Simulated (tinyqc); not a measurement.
Strain, valley repopulation and piezoresistance in a many-valley conduction band: one step, computed by the program tinyqc.

Valleys are ellipsoids with mass m_l along the axis a and m_t across it, parabolic, with one constant relaxation time; strain shifts the valleys and leaves the masses alone. Currents are taken along [110], along the load, and along [001], across the load.

Task: Mobility tensor and resistance change. Mobility tensor mu = e tau sum_v (n_v/n) [1/m_t + (1/m_l - 1/m_t) a a^T]; unstrained mu_0 = e tau (1/m_l + 2/m_t)/3; resistivity along d from the inverse tensor, rho_d = d.mu^-1.d/(n e), mobility along d = 1/(d.mu^-1.d); gauge pi_d = (rho_d/rho_0 - 1)/X.

Inputs (values chosen for the exercise, modelled on silicon):
```
quantity               value  unit
longitudinal mass m_l  0.905   m_0
transverse mass m_t    0.191   m_0
relaxation time tau      220    fs
temperature T            150     K
```

Valley axes: <100> (6 valleys in 3 pairs). Load: uniaxial [110].

share of the electrons (per pair): x 0.0064198, y 0.0064198, z 0.9871604

Constants: e = 1.602176634e-19 C; m_0 = 9.1093837015e-31 kg.

Give: mobility tensor; unstrained mobility mu_0; mobility along the first direction; mobility along the second direction; resistance change along the first direction; resistance change along the second direction.

Result:

mobility tensor (cm^2/(V s)):
```
      x     y    z
x  2016     0    0
y     0  2016    0
z     0     0  448
```

unstrained mobility mu_0 = 1493 cm^2/(V s)

mobility along the first direction = 2016 cm^2/(V s)

mobility along the second direction = 448.1 cm^2/(V s)

resistance change along the first direction = -25.92 %

resistance change along the second direction = 233.2 %

The mobility lies between e tau/m_l = 428 and e tau/m_t = 2030; the trace stays at 3 mu_0. Along the first direction the filled valleys present more of their light mass. Caution: shear strain also changes the transverse masses of <100> valleys, which this model leaves out.
